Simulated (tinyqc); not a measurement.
Electron mobility in a silicon inversion layer, empirical terms and Matthiessen rule: universality: two dopings at the same effective field.

Inversion layer of sheet density Ns on a uniformly doped body. The mobility terms are empirical power laws with prefactors chosen for the exercise; adding their inverses (Matthiessen) is itself an approximation.

ni = sqrt(Nc Nv) exp(-Eg/(2 Vt)), Eg in volts; Ndep = sqrt(2 eps0 eps_r Nb (2 Vt ln(Nb/ni) + Vsb)/q); E = q (Ndep + eta Ns)/(eps0 eps_r), in MV/cm. With t = T/(300 K): muC = Ac (Ns/1e12 cm^-2) t/(Nb/1e17 cm^-3 + Nit/1e11 cm^-2), muP = Ap E^(-1/3) t^(-1.75), muS = As E^(-gs); 1/mu is the sum of the inverses. For each E, Ns is chosen to give that field on bodies with Nb = 2e16 and 1.4e17 cm^-3; the last column leaves out muC.

Parameters, values chosen for the exercise; material values close to those of silicon:
```
symbol    value        unit                                                meaning
T           293           K                                            temperature
Eg         1.12          eV                                               band gap
eps_r      11.5                         relative permittivity of the semiconductor
Nc      2.69e19       cm^-3                 conduction-band density of states at T
Nv      2.59e19       cm^-3                    valence-band density of states at T
Vsb           0           V                                      reverse body bias
eta         0.5              weight of the inversion charge in the effective field
Ap          382  cm^2/(V s)           phonon-limited mobility at 1 MV/cm and 300 K
As         1160  cm^2/(V s)                  roughness-limited mobility at 1 MV/cm
gs            2                                     exponent of the roughness term
Ac         2600  cm^2/(V s)                                      Coulomb prefactor
Nit      2.6e10       cm^-2                                charge at the interface
```

Constants: q = 1.602176634e-19 C, kB = 1.380649e-23 J/K, Vt = kB T/q, eps0 = 8.8541878128e-14 F/cm where lengths are in cm. Results are converted to the units shown.

Universality: two dopings at the same effective field:
```
E (MV/cm)	Ns, light body (cm^-2)	mu, light (cm^2/(V s))	Ns, heavy body (cm^-2)	mu, heavy (cm^2/(V s))	without muC (cm^2/(V s))
0.206	1.741e12	615.7	1.508e11	170.8	657.9
0.271	2.567e12	568.4	9.770e11	424.1	592.1
0.356	3.648e12	515.7	2.057e12	453.1	529.2
0.468	5.071e12	459.8	3.481e12	429.8	467.5
0.616	6.952e12	401.5	5.362e12	386.7	405.8
0.809	9.405e12	342.0	7.815e12	334.6	344.3
1.06	1.260e13	282.2	1.101e13	278.6	283.3
1.4	1.692e13	221.7	1.533e13	220.2	222.2
```

What does the comparison show, and why?

The heavily doped body has 0.277 of the mobility of the light one in the first row and 0.993 in the last; there they lie 0.94 % below and 0.24 % below the curve without Coulomb scattering, which depends on E alone. The heavy body leaves that curve at low E because its field comes mostly from depletion charge and few carriers screen.

Program tinyqc, `OMP_NUM_THREADS=1 python tinyqc.py 2510154 2510155 out.jsonl`; Intel Xeon 2.30GHz, shared host, one thread, about 0.01 s.
